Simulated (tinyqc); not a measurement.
Worked calculation: binary melting diagram from solution models of liquid and solid. Computed by tinyqc, a small Python program that keeps every step. Command: `OMP_NUM_THREADS=1 python tinyqc.py 3003416 3003417 out.jsonl melt walk`. One thread of a shared host (Intel(R) Xeon(R) Processor @ 2.30GHz), about 0.01 s of CPU time with the checks. Intermediate numbers are printed to about 6 digits and carried at full precision; extremes and crossings named in words are read from the listed rows.

x is the fraction of B. In a phase with interaction L: mu_A = G_A + R T ln(1 - x) + L x^2, mu_B = G_B + R T ln x + L (1 - x)^2. Melting: G(liquid) - G(solid) = H (1 - T/T_m) for each pure component.

Inputs (values chosen for the exercise, for a model alloy): melting point T_A = 1860 K; melting point T_B = 865 K; heat of melting H_A = 56.7 kJ/mol; heat of melting H_B = 17.8 kJ/mol; liquid interaction L_L = -4.6 kJ/mol; solid interaction L_S = 2.1 kJ/mol; position of T, (T - T_A)/(T_B - T_A) = 0.25; dilute content c0 of B = 0.019; growth number V delta/D = 1.2.

Diagram: complete solid solution (lens).

Constants: R = 8.314462618 J/(mol K).

## Temperature and melting free energies

T = T_A + u (T_B - T_A). The ideal solution has k_A = exp(dG_A/(R T)) = (1 - xs)/(1 - xl) and k_B = exp(dG_B/(R T)) = xs/xl, so xl = (1 - k_A)/(k_B - k_A).

T = 1611.25 K

dG_A = 7.58286 kJ/mol

dG_B = -15.3564 kJ/mol

ideal liquidus xl = 0.527389

ideal solidus xs = 0.167613

## Tie line by Newton steps

Equal potentials: F_A = dG_A + R T ln[(1 - xl)/(1 - xs)] + L_L xl^2 - L_S xs^2 = 0, F_B = dG_B + R T ln(xl/xs) + L_L (1 - xl)^2 - L_S (1 - xs)^2 = 0. Newton steps from the ideal values with the exact Jacobian, halved if x would leave (0, 1); stop below 1e-12, residuals under 1e-7 shown as 0.

Iteration:
```
step        xl        xs  F_A (kJ/mol)  F_B (kJ/mol)
1     0.527389  0.167613  -1.33844e+00  -2.48248e+00
2     0.459823  0.108833  -1.21462e-01   9.38612e-01
3     0.459548  0.116619   3.84888e-04   3.25986e-02
4     0.459739  0.116971  -2.04083e-07   5.93007e-05
5     0.459739  0.116971             0             0
6     0.459739  0.116971             0             0
```

liquidus xl = 0.459739

solidus xs = 0.116971

The interactions move the liquidus by -0.0676 and the solidus by -0.0506; the lens is 0.95 times as wide as the ideal one here.

## Dilute B in A: partition coefficient and slope

At T_A, k0 = exp[(dG_B(T_A) + L_L - L_S)/(R T_A)]; van 't Hoff: m_L = -R T_A^2 (1 - k0)/H_A per unit fraction. Burton-Prim-Slichter: k_eff = k0/[k0 + (1 - k0) exp(-V delta/D)]. Freezing range of c0: |m_L| c0 |1 - k0|/k0.

partition coefficient k0 = 0.172525

liquidus slope m_L = -419.790 K

effective coefficient k_eff = 0.409063

freezing range = 38.2551 K

k0 < 1: the solid rejects B and B lowers the melting point. Faster growth moves k_eff towards 1.

## Solute along a frozen bar

For the solid at frozen fraction f, relative to c0. Lever rule: k0/[1 - (1 - k0) f]. Scheil (no diffusion in the solid, mixed liquid): k (1 - f)^(k - 1), with k0 and with k_eff. One zone pass with a zone a tenth of the bar long: 1 - (1 - k0) exp(-10 k0 f).

Ratio c_s/c0:
```
f    lever rule  Scheil, k0  Scheil, k_eff  one zone pass
0.0    0.172525     0.17252        0.40906       0.172525
0.1    0.188089     0.18824        0.43534       0.303649
0.3    0.229495     0.23175        0.50504       0.506854
0.5    0.294279     0.30616        0.61614       0.650761
0.7    0.410024     0.46722        0.83326       0.752674
0.8    0.510398     0.65348        1.05886       0.791866
0.9    0.675846     1.15965        1.59488       0.824848
```

All but the k_eff column start at k0 = 0.173. At f = 0.9 Scheil gives 1.16 against 0.676 for the lever rule, since the solid keeps what it took and the last liquid is richer in B. Scheil passes c0 at f = 0.880. Last over first value: 6.72 with k0 and 3.90 with k_eff, so faster growth gives the more even bar. Caution: B is no longer dilute in part of the solid or liquid, so a constant k is rough there.

## The lens

The formulas are those given above.

Liquidus and solidus:
```
T (K)        xl        xs  ideal xl  ideal xs
1810   0.111976  0.021144  0.128123  0.035192
1661   0.383970  0.091148  0.442611  0.135181
1512   0.593308  0.172744  0.669843  0.232288
1362   0.756073  0.271050  0.825903  0.334739
1213   0.874782  0.395735  0.922698  0.453617
1064   0.952417  0.573496  0.975135  0.613808
915    0.993071  0.862939  0.997074  0.870947
```

The lens is widest among these rows at 1362 K (0.485 in x, ideal 0.491). L_L - L_S = -6.7 kJ/mol, relative to the mixed solid, favours the mixed liquid, and the liquidus lies below the ideal one in every row.

Checks made by the program: tie line against the common tangent on 20001 points (relative difference 3e-05); k0 and m_L against a tie line 0.01 K from T_A (relative difference 2e-05).
